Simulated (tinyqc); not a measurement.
# MOS capacitor on a p-type substrate, surface potential from the exact charge relation: effect of the relative permittivity of the gate insulator on threshold and swing

Uniform p-type substrate, Boltzmann statistics, full ionisation, classical densities. psi is the surface potential against the body (positive when the bands bend down) and u = psi/Vt. Traps are spread evenly over the gap and neutral at flat band, so their charge is -q Dit psi; the minority quasi-Fermi level is shifted by Vb.

ni = sqrt(Nc Nv) exp(-Eg/(2 Vt)), Eg in volts; phiF = Vt ln(N/ni); Cox = eps0 eox/tox; Vfb = phiM - chi - (Eg - Vt ln(Nv/N)) - q Nf/Cox; VT = Vfb + [(2 phiF + Vb)(1 + q Dit/Cox) + sqrt(2 eps0 eps_r q N (2 phiF + Vb))/Cox]. gamma = sqrt(2 eps0 eps_r q N)/Cox; Wm = sqrt(2 eps0 eps_r (2 phiF + Vb)/(q N)); m = 1 + (eps0 eps_r/Wm + q Dit)/Cox; swing m Vt ln 10; Cmin/Cox = 1/(1 + Cox Wm/(eps0 eps_r)).

Parameters, values chosen for the exercise; band and dielectric values close to those of silicon: temperature T = 293 K; band gap Eg = 1.11 eV; relative permittivity eps_r = 11.8; conduction-band density of states at T Nc = 2.7e19 cm^-3; valence-band density of states at T Nv = 2.53e19 cm^-3; electron affinity chi = 4.04 eV; acceptor density of the substrate N = 1.1e17 cm^-3; insulator thickness tox = 78 nm; gate work function phiM = 4.89 eV; fixed charge at the interface, in units of q Nf = 0 cm^-2; density of interface traps Dit = 0 cm^-2 eV^-1; reverse bias of the inversion layer against the body Vb = 0.9 V.

Constants: q = 1.602176634e-19 C, kB = 1.380649e-23 J/K, Vt = kB T/q, eps0 = 8.8541878128e-14 F/cm where lengths are in cm. Results are converted to the units shown.

The same in every row: Vfb (V) = -0.1227; 2 phiF (V) = 0.8337; Wm (nm) = 143.4.

Results:
```
eox  gamma (V^0.5)  VT (V)      m  swing (mV/decade)  Cmin/Cox
3.9          4.335   7.319  2.646              153.8    0.6221
5            3.381   6.063  2.284              132.8    0.5622
9            1.878   4.084  1.713              99.61    0.4163
15           1.127   3.095  1.428              83.02    0.2997
22          0.7684   2.623  1.292              75.10    0.2259
30          0.5635   2.353  1.214              70.58    0.1763
```

Estimate the missing row, eox = 7.5.

Computed row:
```
eox  gamma (V^0.5)  VT (V)      m  swing (mV/decade)  Cmin/Cox
7.5          2.254   4.579  1.856              107.9    0.4612
```

With this row back in the table: As eox goes from 3.9 to 30, VT falls from 7.32 to 2.35 V, the swing falls from 154 to 70.6 mV/decade and Cmin/Cox falls from 0.622 to 0.176. Vfb does not move. m - 1 goes as eox^(-1.00), that is as 1/Cox.

tinyqc, about 0.01 s, one thread, Intel Xeon 2.30GHz (shared host): `OMP_NUM_THREADS=1 python tinyqc.py 2060099 2060100 out.jsonl`
